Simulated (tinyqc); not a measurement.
Metal gate on a two-layer dielectric stack with fixed charge and a dipole: two steps of the calculation.

Gate, layer 2, layer 1, p-type semiconductor; x runs from the gate inwards. Charges are counted in units of +q. psi is the band bending at the surface, positive towards inversion. Classical charge, Boltzmann statistics, no interface traps.

Inputs (values chosen for the exercise); band and dielectric values close to those of silicon, layer 1 close to aluminium oxide, layer 2 close to zirconium oxide:
- T = 300 K (temperature)
- Eg = 1.14 eV (band gap)
- eps_r = 11.7 (relative permittivity)
- Nv = 2.67e19 cm^-3 (valence-band density of states at T)
- chi = 4.12 eV (electron affinity)
- Na = 1e17 cm^-3 (acceptor density)
- pM = 4.14 eV (work function of the gate metal)
- t1 = 0.5 nm (thickness of layer 1, next to the semiconductor)
- e1 = 9.24 (relative permittivity of layer 1)
- t2 = 1.7 nm (thickness of layer 2, next to the gate)
- e2 = 24.5 (relative permittivity of layer 2)
- Q1 = 3.9e11 cm^-2 (fixed charge at the semiconductor interface)
- Q2 = 1.4e12 cm^-2 (fixed charge between the layers)
- r1 = 0 cm^-3 (uniform charge density in layer 1)
- r2 = 0 cm^-3 (uniform charge density in layer 2)
- Vd = 0.32 V (flat-band shift by a dipole layer between the layers)
- ps = 0.711 V (band bending psi of the working point)

Constants: q = 1.602176634e-19 C, kB = 1.380649e-23 J/K, Vt = kB T/q, eps0 = 8.8541878128e-14 F/cm where lengths are in cm. Results are converted to the units shown.

Problem 1. Flat-band voltage, term by term. EOT = 3.9 (t1/e1 + t2/e2), Cox = eps0/(t1/e1 + t2/e2); phi_ms = pM - (chi + Eg - Vt ln(Nv/Na)). Vfb = phi_ms + Vd - (q/eps0) [Q1 (t1/e1 + t2/e2) + Q2 t2/e2 + r1 (t1^2/(2 e1) + t1 t2/e2) + r2 t2^2/(2 e2)]: each charge counts with its electrical distance from the gate.

Give: terms; Vfb.

Solution 1.

terms (V): phi_ms -0.97556, dipole 0.32000, Q1 -0.00872, Q2 -0.01758, r1 0.00000, r2 0.00000
Vfb = -0.68185 V

Apart from phi_ms the largest term is that of dipole, 320 mV; all charges and the dipole together move Vfb by 294 mV.

Problem 2. Fields and voltage drops. Gauss: D = -Qs just inside the semiconductor; going towards the gate subtract q Q1, then q r1 t1, q Q2 and q r2 t2. Field = D/(eps0 e); the drop over a layer is its mean field times its thickness; Vg = phi_ms + Vd + psi + both drops.

Qs = -0.15082282 uC/cm^2

Find: D; field; drop over layer 2; drop over layer 1; Vg.

Solution 2.

```
place	D (uC/cm^2)	field (MV/cm)
layer 2, gate side	-0.13597	-0.06268
layer 2, inner side	-0.13597	-0.06268
layer 1, outer side	0.08834	0.10798
layer 1, semiconductor side	0.08834	0.10798
semiconductor surface	0.15082	0.14559
```

drop over layer 2 = -0.010655 V
drop over layer 1 = 0.0053988 V
Vg = 0.050185 V

The same Vg follows from Vfb + psi - Qs/Cox. The largest field, 0.146 MV/cm in size, is at: semiconductor surface.

Numbers from tinyqc (`OMP_NUM_THREADS=1 python tinyqc.py 2010096 2010097 out.jsonl`; about 0.01 s on one thread of a shared Intel Xeon 2.30GHz).
